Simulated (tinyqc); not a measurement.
Worked calculation: thin-body film or fin with hard walls, valleys of the Si type. Values are carried at full precision from step to step, so a last printed digit may differ when a step is redone from the rounded ones.

Six ellipsoidal valleys with their long axes along the cube axes, mass ml along the axis and mt across it. For a valley whose axis makes the angle theta with the surface normal, 1/m_z = cos^2(theta)/ml + sin^2(theta)/mt sets the confinement; in the plane the masses are m_1 = mt and m_2 = ml mt/m_z, and m_d = sqrt(m_1 m_2).

Constants: hbar^2/2m0 = 3.80998211 eV angstrom^2; kB = 8.617333262e-05 eV/K.

Parameters, chosen for this exercise (near those of Si; the results hold for these values, not for the real material): ml = 0.921 m0 (longitudinal mass); mt = 0.189 m0 (transverse mass); face = 111 (face of the film or side wall of the fin); t = 74 angstrom (body thickness); T = 350 K (temperature); g_all = 6 (number of valleys); Ns = 5.5 x 1e12/cm^2 (sheet density in the on state); alpha = 0.48 1/eV (non-parabolicity).

## Valley masses for the (111) face

Group the valleys by their angle to the normal, heaviest m_z first.

Valleys (masses in m0):
```
valleys g  cos^2(theta)     m_z     m_1     m_2     m_d
6                0.3333  0.2571  0.1890  0.6770  0.3577
```

## Subband edges

A film of thickness t between hard walls, flat band inside: E_n = c (n pi/t)^2/m_z above the bulk edge, c = hbar^2/2m0. Without degeneracy the sheet density is N2 exp((EF - Ec)/kB T) with N2 = sum_i g m_d/(2 pi c) kB T exp(-E_i/kB T) over n = 1 to 40 of each group; a classical film has t Nc with Nc = 2 g_all (m_dos kB T/(4 pi c))^(3/2), m_dos = (ml mt^2)^(1/3). The threshold shift is dVt = kB T ln(t Nc/N2).

The seven lowest levels of all groups together; primes mark the lighter m_z.

Subbands:
```
label  valleys g  E (eV)
1              6  0.0267
2              6  0.1068
3              6  0.2404
4              6  0.4273
5              6  0.6677
6              6  0.9615
7              6  1.3086
```

The second subband, 2, lies 80.1 meV above the first, 2.7 kB T at 350 K.

## Effective density of states and threshold shift

Sum the subbands; 1/angstrom^2 = 1e16/cm^2 and 1/angstrom^3 = 1e24/cm^3.

terms of N2 by group (1e12/cm^2): 11.95

Nc = 3.441 x 1e19/cm^3
t Nc = 25.466 x 1e12/cm^2
dVt = 22.8 mV

Confinement leaves 47 % of the classical states.

## Filling at a given sheet density

n_i = g m_d/(2 pi c) kB T ln(1 + exp((EF - E_i)/kB T)) over the levels listed; solve sum n_i = Ns (1e12/cm^2 = 1e-4/angstrom^2); the band bending of the charge itself is left out. c = hbar^2/2m0.

EF = -0.0207 eV

n_i in the order of the list (1e12/cm^2): 5.104  0.391  0.005  0.000  0.000  0.000  0.000

The fullest subband is 1, with 93 %.

## Non-parabolic correction

Each level E0 of the list is replaced by the root of E (1 + alpha E) = E0.

Levels (eV):
```
label  parabolic  corrected
1         0.0267     0.0264
2         0.1068     0.1018
3         0.2404     0.2176
4         0.4273     0.3638
5         0.6677     0.5319
6         0.9615     0.7156
7         1.3086     0.9106
```

The lowest level drops by 0.3 meV.

## Checks

- N2 of a 3000 angstrom film, summed over n to convergence, plus the half-term of the walls against t Nc, 1/angstrom^2: both 0.10324.

tinyqc: `OMP_NUM_THREADS=1 python tinyqc.py 1251445 1251446 out.jsonl`; about 0.01 s, one thread, shared Intel(R) Xeon(R) Processor @ 2.30GHz.
